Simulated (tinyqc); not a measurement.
# Absorption edge of a degenerate semiconductor, band filling against gap narrowing: what changes with what

n-type, parabolic bands, full ionisation. eta = (EF - Ec)/kB T solves N = Nc F12(eta), F12(x) = (2/sqrt(pi)) int_0^infinity sqrt(u)/(1 + exp(u - x)) du. The gap shrinks rigidly by dEg = a3 y^(1/3) + a4 y^(1/4) + a2 y^(1/2), y = N/1e18 cm^-3, an empirical law that is here taken as the true narrowing.

Parameters, values chosen for the exercise; band and dielectric values close to those of gallium arsenide: temperature T = 300 K; band gap Eg = 1.41 eV; conduction-band density of states at 300 K, from me Nc = 4.25e17 cm^-3; electron mass me = 0.0659 m0; hole mass mh = 0.508 m0; coefficient of (N/1e18)^(1/3) a3 = 15.1 meV; coefficient of (N/1e18)^(1/4) a4 = 4.2 meV; coefficient of (N/1e18)^(1/2) a2 = 3 meV.

Constants: q = 1.602176634e-19 C, kB = 1.380649e-23 J/K, Vt = kB T/q. Results are converted to the units shown.

Each table varies one quantity; the others keep the values above.

## The optical edge against doping

Vertical transitions need an empty final state: the edge is taken where the state lies 4 kB T below EF, E_opt = Eg - dEg + (1 + me/mh) max(eta - 4, 0) kB T; wavelength h c/(q E_opt).

Results:
```
N (cm^-3),eta,dEg (meV),filling shift (meV),E_opt (eV)
1.1e17,-1.260,10.65,0,1.399
2.4e17,-0.3733,13.79,0,1.396
5e17,0.5718,17.64,0,1.392
2.2e18,3.359,29.20,0,1.381
4.8e18,5.944,38.26,56.77,1.429
1e19,9.843,49.49,170.7,1.531
2.1e19,16.23,64.40,357.2,1.703
4.5e19,27.03,84.71,672.6,1.998
```

Estimate the missing row, N = 1.1e18 cm^-3.

Computed row:
```
N (cm^-3),eta,dEg (meV),filling shift (meV),E_opt (eV)
1.1e18,1.835,23.04,0,1.387
```

With this row back in the table: E_opt goes from 1.40 through a minimum of 1.38 (at N = 2.2e18 cm^-3 among the rows listed) to 2.00 eV, against Eg = 1.41 eV; the filling shift is 0 while eta is below 4. At the end narrowing grows as N^(0.36) and EF - Ec as N^(0.67). Filling therefore wins at high density. For N = 1e19, 2.1e19, 4.5e19 EF lies more than 0.2 eV in the band, where non-parabolicity lowers it markedly.

## Approximations to the Fermi level

With u = N/Nc: Boltzmann ln u; Joyce-Dixon ln u + 0.353553 u - 4.95009e-3 u^2 + 1.48386e-4 u^3 - 4.42563e-6 u^4; degenerate limit (3 sqrt(pi) u/4)^(2/3). The Einstein ratio is D/(mu Vt) = F12/Fm, Fm(x) = dF12/dx = (1/sqrt(pi)) int_0^infinity u^(-1/2)/(1 + exp(u - x)) du.

Results:
```
N (cm^-3),N/Nc,eta,Boltzmann,Joyce-Dixon,degenerate,D/(mu Vt)
1.8e16,0.04235,-3.147,-3.162,-3.147,0.1469,1.015
4.2e16,0.09882,-2.280,-2.314,-2.280,0.2584,1.035
9.7e16,0.2282,-1.397,-1.477,-1.397,0.4515,1.080
2.3e17,0.5412,-0.4241,-0.6140,-0.4241,0.8029,1.189
5.2e17,1.224,0.6272,0.2017,0.6272,1.383,1.419
1.2e18,2.824,2.000,1.038,2.000,2.415,1.928
2.8e18,6.588,4.035,1.885,4.034,4.249,2.999
1.5e19,35.29,12.94,3.564,9.532,13.01,8.716
```

Estimate the missing row, N = 6.4e18 cm^-3.

Computed row:
```
N (cm^-3),N/Nc,eta,Boltzmann,Joyce-Dixon,degenerate,D/(mu Vt)
6.4e18,15.06,7.257,2.712,7.193,7.373,4.997
```

With this row back in the table: Boltzmann is within 0.1 of eta up to N/Nc = 0.23, Joyce-Dixon within 0.01 up to 6.6, and the degenerate limit is off by 0.064 in the last row. The Einstein ratio rises from 1.01 to 8.72: degenerate carriers diffuse faster for the same mobility.

Range of the model: Band tails, non-parabolic bands and incomplete ionisation are left out.

tinyqc, about 0.01 s, one thread, Intel Xeon 2.30GHz (shared host): `OMP_NUM_THREADS=1 python tinyqc.py 2330122 2330123 out.jsonl`
